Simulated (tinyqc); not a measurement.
# Hall factor, magnetoresistance and optical conductivity for a power-law relaxation time, step by step

A worked calculation. Computed by tinyqc, a small Python program that keeps every step. Command: `OMP_NUM_THREADS=1 python tinyqc.py 3013318 3013319 out.jsonl magneto walk`. One thread of a shared host (Intel(R) Xeon(R) Processor @ 2.30GHz), about 0.01 s of CPU time with the checks. Intermediate numbers are printed to about 5 digits and carried at full precision; extremes and crossings named in words are read from the listed rows.

One spherical parabolic band, tau(E) = tau_0 x^s with x = E/(k_B T). Landau quantisation is left out.

Inputs (values chosen for the exercise, with a mass close to that of electrons in GaAs):
```
quantity                         value  unit
effective mass m                  0.07   m_0
exponent s                       -0.25     -
tau_0                              140    fs
reduced Fermi level eta             -8     -
temperature T                      250     K
magnetic field B                   8.5     T
frequency f                       0.38   THz
background permittivity eps_inf    8.6     -
```

Constants: m_0 = 9.1093837015e-31 kg; k_B = 1.380649e-23 J/K; hbar = 1.054571817e-34 J s; e = 1.602176634e-19 C; eps_0 = 8.8541878128e-12 F/m; c = 299792458 m/s.

## Density and moments of tau

<y> = int y x^(3/2) f (1 - f) dx / int x^(3/2) f (1 - f) dx, f = 1/(1 + exp(x - eta)). Integrals over x = E/(k_B T) use 160 Gauss-Legendre points in u = sqrt(x) from 0 to sqrt(max(eta, 0) + 45). n = (2 m k_B T)^(3/2)/(3 pi^2 hbar^3) int x^(3/2) f (1 - f) dx; moments in units of tau_0.

density n = 1.1859e+14 1/cm^3

<tau>/tau_0 = 0.85229

<tau^2>/tau_0^2 = 0.75222

<tau^3>/tau_0^3 = 0.69131

<1/tau> tau_0 = 1.2099

## Limits

mu = e <tau>/m; weak field r_H = <tau^2>/<tau>^2 and MR = c (mu B)^2, c = <tau^3>/<tau>^3 - r_H^2; strong field r_H = 1 and MR = <tau> <1/tau> - 1.

drift mobility mu = 2998.0 cm^2/(V s)

weak-field Hall factor = 1.0356

coefficient c = 0.044284

saturation MR = 3.1194 %

For a classical gas r_H = Gamma(5/2) Gamma(5/2 + 2s)/Gamma(5/2 + s)^2 = 1.0356.

## At the given field

With w_c = e B/m: sigma_xx = (n e^2/m) <tau/(1 + w_c^2 tau^2)>, sigma_xy = (n e^2/m) <w_c tau^2/(1 + w_c^2 tau^2)>; r_H = (n e/B) sigma_xy/(sigma_xx^2 + sigma_xy^2); MR = sigma_0 sigma_xx/(sigma_xx^2 + sigma_xy^2) - 1, sigma_0 = n e^2 <tau>/m.

mu B = 2.5483

sigma_xx = 0.0076993 S/cm

|sigma_xy| = 0.019174 S/cm

Hall factor r_H = 1.0039

magnetoresistance MR = 2.7296 %

## Field dependence

The formulas are those given above.

Against the field:
```
B (T)        mu B     r_H      MR (%)
0.1    2.9980e-02  1.0355  3.9727e-03
0.33   9.8935e-02  1.0350  4.2467e-02
1      2.9980e-01  1.0311  3.3828e-01
2      5.9961e-01  1.0232  9.7250e-01
3.3    9.8935e-01  1.0152  1.6711e+00
6.7    2.0087e+00  1.0058  2.5435e+00
13     3.8974e+00  1.0018  2.9371e+00
33     9.8935e+00  1.0003  3.0893e+00
130    3.8974e+01  1.0000  3.1174e+00
```

r_H falls from 1.035 to 1.000, so a strong-field measurement gives n directly (though the highest fields listed exceed the roughly 100 T that non-destructive magnets reach); half of the fall is done between 0.600 and 0.989 in mu B. MR starts as B^1.98 and reaches 100 % of its saturation value in the last row. It arises only because carriers of different energy have different Hall angles, which one Hall field cannot cancel. Above 13 T hbar w_c exceeds k_B T and mu B exceeds 1, and Landau quantisation replaces this picture.

## Response at frequency f

sigma(w) = (n e^2/m) <tau/(1 - i w tau)>, w = 2 pi f; eps = eps_inf + i sigma/(eps_0 w); N = sqrt(eps); absorption coefficient 2 w Im N/c; reflectivity |(N - 1)/(N + 1)|^2; plasma frequency sqrt(n e^2/(eps_inf eps_0 m))/(2 pi).

sigma(w) = 0.052299+0.015320i S/cm

permittivity = 8.5275+0.2474i

refractive index = 2.9205+0.0424i

absorption coefficient = 6.7463 1/cm

reflectivity = 0.24005

plasma frequency = 0.12602 THz

w <tau> = 0.28 and f/f_p = 3.02.

Checks made by the program: moments against Gamma(5/2 + k s)/Gamma(5/2) (relative difference 2e-05).
